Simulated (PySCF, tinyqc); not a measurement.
Inside a calculation. Method: CCSD on RHF in the 3-21g basis, for H3+, spin multiplicity 1. The lowest restricted solution is unstable here: a spin-polarised one lies 0.0002 hartree lower (PySCF). One step of it, computed by the program tinyqc.

Problem. Orthogonalisation. S = U s U^T; symmetric (Loewdin) form X = U s^(-1/2) U^T, so that X^T S X = 1.

overlap S, order 1H 1s, 1H 2s, 2H 1s, 2H 2s, 3H 1s, 3H 2s:
```
[[1.000000, 0.645899, 0.161148, 0.348870, 0.161148, 0.348870],
 [0.645899, 1.000000, 0.348870, 0.688601, 0.348870, 0.688601],
 [0.161148, 0.348870, 1.000000, 0.645899, 0.000992, 0.055143],
 [0.348870, 0.688601, 0.645899, 1.000000, 0.055143, 0.224839],
 [0.161148, 0.348870, 0.000992, 0.055143, 1.000000, 0.645899],
 [0.348870, 0.688601, 0.055143, 0.224839, 0.645899, 1.000000]]
```

Give: eigenvalues of S; X.

Solution.

eigenvalues of S: [0.084, 0.286, 0.417, 0.821, 1.488, 2.905]

X, order 1H 1s, 1H 2s, 2H 1s, 2H 2s, 3H 1s, 3H 2s:
```
[[1.260, -0.584, -0.003, 0.068, -0.003, 0.068],
 [-0.584, 2.304, 0.005, -0.837, 0.005, -0.837],
 [-0.003, 0.005, 1.241, -0.480, -0.006, 0.036],
 [0.068, -0.837, -0.480, 1.672, 0.036, 0.229],
 [-0.003, 0.005, -0.006, 0.036, 1.241, -0.480],
 [0.068, -0.837, 0.036, 0.229, -0.480, 1.672]]
```
